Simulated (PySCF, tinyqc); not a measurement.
A ladder of methods, and size consistency: correlation methods against full CI in the sto-3g basis, for H4, spin multiplicity 1. Computed by the program tinyqc with PySCF. All electrons correlated; +Q is the Davidson correction (1 - c0^2) E_corr. The last columns treat two copies 100 angstrom apart as one system. FCI is the lowest singlet.

Geometry (angstrom):

| atom | x | y | z |
|---|---|---|---|
| H | 0.0000 | 0.0000 | 0.0000 |
| H | 0.0000 | 0.0000 | 1.0270 |
| H | 0.0000 | 1.2690 | 0.0000 |
| H | 0.0000 | 1.2690 | 1.0270 |

RHF energy of one = -1.943155 hartree

Correlation energies (hartree):

| method | E_corr of one | share of FCI (%) | E_corr of two at 100 angstrom | two minus twice one (mhartree) |
|---|---|---|---|---|
| MP2 | -0.053239 | 56.2682 | -0.106478 | 0.0000 |
| CISD | -0.091108 | 96.2925 | -0.166838 | 15.3788 |
| CISD+Q | -0.100523 | 106.2430 | -0.192269 | 8.7771 |
| CCSD | -0.094685 | 100.0723 | -0.189369 | 0.0000 |
| CCSD(T) | -0.094685 | 100.0723 | -0.189369 | 0.0000 |
| FCI | -0.094616 | 100.0000 | - | - |

What does the comparison show, and why?

MP2 recovers 56 %, CISD 96.3 % and CCSD 100.1 % of the FCI value (c0^2 = 0.897 in CISD). MP2 and coupled cluster are size consistent, so their last column vanishes; CISD loses 15.38 mhartree, since a double excitation on each copy is a quadruple of the pair, and the Davidson correction leaves +8.78. The restricted reference is unstable here: a spin-polarised solution lies 0.0207 hartree lower (PySCF), so results built on it describe a poor reference.
